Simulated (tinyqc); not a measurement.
Comparisons within one model: Shockley-Read-Hall recombination through one deep level. A value that a table varies takes the place of the one given here.

One level at Et with degeneracy 1: tn = 1/(sn vth Nt), tp = 1/(sp_ vth Nt), n1 = Nc exp((Et - Eg)/kT), p1 = Nv exp(-Et/kT), ni^2 = n1 p1. Equilibrium p0 = Nm, n0 = ni^2/Nm; n = n0 + dn, p = p0 + dn. U = (n p - ni^2)/(tp (n + n1) + tn (p + p1)), lifetime dn/U; emission rates en = sn vth n1, ep = sp_ vth p1.

Constants: kB = 8.617333262e-05 eV/K.

Inputs chosen for the exercise (gap and densities of states near those of Ge at this temperature; shifted at random, so the results belong to these values and not to a real crystal): E1 = 0.197 eV (level (+1/0) above Ev); E2 = 0.47 eV (level (0/-1) above Ev); gm = 2 (degeneracy of the middle state, the others 1); T = 250 K; Eg = 0.686 eV (gap); Nc = 7.68e+18 1/cm^3 (conduction-band density of states); Nv = 3.74e+18 1/cm^3 (valence-band density of states); Nd = -3.4e+12 1/cm^3 (ionised shallow donors minus acceptors); Et = 0.47 eV (recombination level above Ev); Nt = 1.3e+13 1/cm^3 (defects); sn = 9.6e-16 cm^2 (electron capture cross-section); sp_ = 5.9e-15 cm^2 (hole capture cross-section); vth = 24000000 cm/s (thermal velocity, both carriers); Nm = 3e+14 1/cm^3 (equilibrium holes for the lifetime steps); dn = 2.7e+16 1/cm^3 (excess pairs).

## Charge state against the Fermi level (deep level with several charge states)

Energies from Ev. The defect has charge states +1, 0, -1 with weights 1, gm exp((EF - E1)/kT), exp((2 EF - E1 - E2)/kT); the shares are the weights over their sum. Boltzmann carriers: n = Nc exp((EF - Eg)/kT), p = Nv exp(-EF/kT). Neutrality: p - n + Nd + Nt <q> = 0.

Shares:
```
EF (eV)     +1      0     -1     <q>
0.041    0.999  0.001  0.000   0.999
0.096    0.982  0.018  0.000   0.982
0.151    0.809  0.191  0.000   0.809
0.206    0.248  0.752  0.000   0.248
0.261    0.025  0.975  0.000   0.025
0.316    0.002  0.998  0.000   0.002
0.370    0.000  0.995  0.005  -0.005
0.425    0.000  0.942  0.058  -0.058
0.480    0.000  0.557  0.443  -0.443
0.535    0.000  0.089  0.911  -0.911
0.590    0.000  0.008  0.992  -0.992
0.645    0.000  0.001  0.999  -0.999
```

Where the levels are several kT apart the middle state rules between about E1 - kT ln gm = 0.182 and E2 + kT ln gm = 0.485 eV; its largest share listed is 0.998. Each step spreads from 10 % to 90 % over 4.4 kT = 0.095 eV.

## Defects against doping (deep level with several charge states)

Nt takes the listed multiples of |Nd|; the resistivity uses mobilities of 1000 (electrons) and 300 (holes) cm^2/(V s), chosen for the exercise, and e = 1.602176634e-19 C.

Neutral state:
```
Nt/|Nd|  EF (eV)  n (1/cm^3)  p (1/cm^3)  rho (ohm cm)
0.01      0.2989    1.21e+11    3.52e+12      5.30e+03
0.10      0.2989    1.21e+11    3.52e+12      5.30e+03
0.30      0.2990    1.21e+11    3.52e+12      5.31e+03
0.60      0.2990    1.21e+11    3.51e+12      5.31e+03
0.90      0.2990    1.21e+11    3.51e+12      5.32e+03
1.10      0.2990    1.21e+11    3.51e+12      5.32e+03
1.50      0.2991    1.22e+11    3.50e+12      5.33e+03
3.00      0.2992    1.22e+11    3.48e+12      5.35e+03
10.00     0.2998    1.26e+11    3.39e+12      5.46e+03
```

EF moves by less than 10 meV: at this EF the defects are neutral on average, so they neither give nor take carriers.

## Lifetime against injection

Recombination:
```
dn (1/cm^3)  lifetime (microsecond)  U (1/(cm^3 s))
1.0e+11                       3.954        2.53e+16
1.0e+12                       3.953        2.53e+17
1.0e+13                       3.951        2.53e+18
1.0e+14                       3.936        2.54e+19
1.0e+15                       3.898        2.57e+20
1.0e+16                       3.884        2.57e+21
1.0e+17                       3.882        2.58e+22
1.0e+18                       3.882        2.58e+23
```

The lifetime hardly moves, from 3.954 to 3.882 microsecond; tn + tp = 3.882. At low injection it is tn (1 + p1/p0) + tp n1/p0 with n1/Nm = 1.1 and p1/Nm = 4.2e-06: re-emission lengthens it to 1.18 times the minority capture time. Auger and radiative paths are left out; they cut in at the highest injections, and in a doped direct-gap crystal the radiative one counts at all injections. dn = dp neglects trapped charge, which matters where the traps hold a charge comparable with dn, at low injection and with very unequal cross sections.

## Where a level does most harm

Et takes the values listed; G = Nt en ep/(en + ep) in a depleted region; the lifetime is for dn = 1e11 1/cm^3.

Results:
```
Et (eV)  lifetime (microsecond)  G (1/(cm^3 s))
0.041                  6.21e+03        2.29e+11
0.096                       486        2.94e+12
0.151                      40.9        3.77e+13
0.206                      6.27        4.85e+14
0.261                      3.57        6.22e+15
0.316                      3.36        7.78e+16
0.370                      3.35        1.92e+17
0.425                      3.42        1.86e+16
0.480                      4.32        1.45e+15
0.535                      15.9        1.13e+14
0.590                       165        8.79e+12
0.645                  2.08e+03        6.84e+11
```

Generation peaks where en = ep, at Eg/2 + (kT/2) ln(sp_ Nv/(sn Nc)) = 0.355 eV; the largest value listed is at 0.370 eV, and G falls by a decade for each 0.050 eV away from the peak. The lifetime is within a factor 2 of its minimum, 3.35 microsecond, from 0.206 to 0.480 eV: recombination tolerates a wide range of Et, generation a narrow one.

## What moves lifetime and leakage

G = Nt en ep/(en + ep). Each row changes one parameter from the base and keeps the others.

Results:
```
case                 lifetime (microsecond)  G (1/(cm^3 s))
base                                  3.883        2.31e+15
Et = 0.51 eV                          3.919        3.60e+14
sn = 1.92e-15 cm^2                    2.213        2.31e+15
sp_ = 1.18e-14 cm^2                   3.611        4.61e+15
Nt = 6.5e+12 1/cm^3                   7.765        1.15e+15
Nm = 9e+14 1/cm^3                     3.871        2.31e+15
dn = 8.1e+16 1/cm^3                   3.882        2.31e+15
```

The largest shifts from the base row, up to three for each result and ties (the steps differ in size, so this ranks the rows, not the parameters). lifetime (microsecond): Nt +3.88, sn -1.67, sp_ -0.272. G (1/(cm^3 s)): sp_ +2.31e+15, Et -1.95e+15, Nt -1.15e+15; unchanged at the printed digits by sn, Nm and dn.

tinyqc: `OMP_NUM_THREADS=1 python tinyqc.py 1681808 1681809 out.jsonl`; about 0.01 s, one thread, shared Intel(R) Xeon(R) Processor @ 2.30GHz.
